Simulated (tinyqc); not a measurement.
Three-phonon processes in a diatomic chain: dispersion, energy and momentum conservation, and decay channels of optical phonons: one step, computed by the program tinyqc.

Cell length a, two atoms, one spring constant. x = q a/pi runs from -1 to 1; A and O are the acoustic and optical branches. Matrix elements are not computed: only conservation laws and occupation factors are followed.

Question. Dispersion. omega^2 = k (1/m + 1/M) -/+ k sqrt((1/m + 1/M)^2 - 4 sin^2(pi x/2)/(m M)); nu = 15.6333042 THz x sqrt(omega^2) for eV/(angstrom^2 u).

Inputs (values chosen for the exercise, for a model chain): light mass m = 10.8 u; heavy mass M = 52.9 u; spring constant k = 14 eV/angstrom^2.

Constants: nu for 1 eV/(angstrom^2 u) = 15.6333042 THz.

Give: the table «Branches» with the columns nu_A (THz), nu_O (THz), for x = 0.10, 0.20, 0.35, 0.50, 0.65, 0.80, 0.90, 1.00.

Answer.

Branches:
```
x     nu_A (THz)  nu_O (THz)
0.10       1.624      27.575
0.20       3.225      27.433
0.35       5.527      27.064
0.50       7.625      26.549
0.65       9.398      25.974
0.80      10.691      25.470
0.90      11.199      25.250
1.00      11.374      25.172
```
